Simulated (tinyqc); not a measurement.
# Dose and depth of a threshold implant

Inverse problem. A sheet of D acceptors per cm^2 lies at depth xi inside the depleted layer of a body doped Na. In the depletion approximation VT = Vfb + f2 + q D/Cox + gamma sqrt(f2 + Vsb - q D xi/(eps0 eps_r)), gamma = sqrt(2 eps0 eps_r q Na)/Cox, Cox = eps0 eox/tox. Find gamma, D and xi.

Parameters, values chosen for the exercise; band and dielectric values those of a made-up semiconductor:

| symbol | value | unit | meaning |
|---|---|---|---|
| eps_r | 10.4 |  | relative permittivity |
| Na | 1.4e16 | cm^-3 | acceptor density deep in the body |
| eox | 21.9 |  | relative permittivity of the gate insulator (close to hafnium oxide) |
| tox | 3.9 | nm | insulator thickness |
| Vfb | -0.97 | V | flat-band voltage |
| f2 | 0.846 | V | band bending 2 phiF at threshold |

Constants: q = 1.602176634e-19 C, eps0 = 8.8541878128e-14 F/cm where lengths are in cm. Results are converted to the units shown.

VT against the source at Vsb = 0 and 1.7 V (V): -0.055311966  -0.046040501

Solution. With y^2 = f2 - q D xi/(eps0 eps_r) and d the difference of the thresholds over gamma, sqrt(y^2 + Vsb) - y = d gives y = (Vsb - d^2)/(2 d). The first threshold then gives D, and y^2 gives xi.

gamma = 0.0129 V^0.5
D = 1.80e12 cm^-2
xi = 5.20 nm

Program tinyqc, `OMP_NUM_THREADS=1 python tinyqc.py 2080133 2080134 out.jsonl`; Intel Xeon 2.30GHz, shared host, one thread, about 0.4 s.
